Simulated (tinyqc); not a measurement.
The fan of levels: Landau levels with Rashba coupling.

H = (p + eA)^2/2m + aR (sx ky - sy kx) + gs muB B sz/2. With d = 1/2 - gs m/4: E_0 = d hbar wc, and E(N, +/-) = hbar wc [N +/- sqrt(d^2 + 2 N aR^2/(l hbar wc)^2)] for N >= 1.

In a field B along z: l = 1/sqrt((e/hbar) B) is the magnetic length, n_B = B/(h/e) the number of states per area in one level, hbar wc = 2 muB B/m for mass m in m0; 1/angstrom^2 = 1e16/cm^2.

Constants: e/hbar = 1.519267448e-05 1/(T angstrom^2); h/e = 413566.7697 T angstrom^2; muB = 5.788381798e-05 eV/T.

Parameters, chosen for this exercise (near those of an asymmetric InGaAs well; the results hold for these values, not for the real material):

| symbol | value | unit | meaning |
|---|---|---|---|
| m | 0.0447 | m0 | mass |
| gs | -4.14 |  | g factor |
| aR | 0.4 | eV angstrom | Rashba constant |
| Bs | (1, 2, 3, 5, 7, 10, 14) | T | fields |

The four lowest levels against B, with their labels in order.

Levels (meV):

| B (T) | first | second | third | fourth | order |
|---|---|---|---|---|---|
| 1.00 | -0.03 | 1.41 | 1.76 | 3.70 | 1- 0 2- 3- |
| 2.00 | 0.97 | 2.83 | 5.12 | 9.39 | 1- 0 2- 1+ |
| 3.00 | 2.06 | 4.24 | 8.67 | 13.48 | 1- 0 2- 1+ |
| 5.00 | 4.33 | 7.07 | 15.97 | 21.57 | 1- 0 2- 1+ |
| 7.00 | 6.64 | 9.90 | 23.37 | 29.62 | 1- 0 2- 1+ |
| 10.0 | 10.13 | 14.15 | 34.55 | 41.67 | 1- 0 2- 1+ |
| 14.0 | 14.80 | 19.81 | 49.53 | 57.71 | 1- 0 2- 1+ |

What can be read from this table?

The fourth level grows as B^1.34 over the first two rows and B^0.97 over the last two (1 for a parabolic band without a fixed offset such as a valley splitting, 1/2 for massless Dirac electrons). The order of the levels changes between 1 and 2 T; where the fourth level changes its label, the powers above mix two states. The term 2 aR^2/(l hbar wc)^2 falls as 1/B, from 0.725 to 0.052, against d^2 = 0.298.

(tinyqc, `OMP_NUM_THREADS=1 python tinyqc.py 1252629 1252630 out.jsonl`, Intel(R) Xeon(R) Processor @ 2.30GHz, 1 thread, shared host, about 0.01 s.)
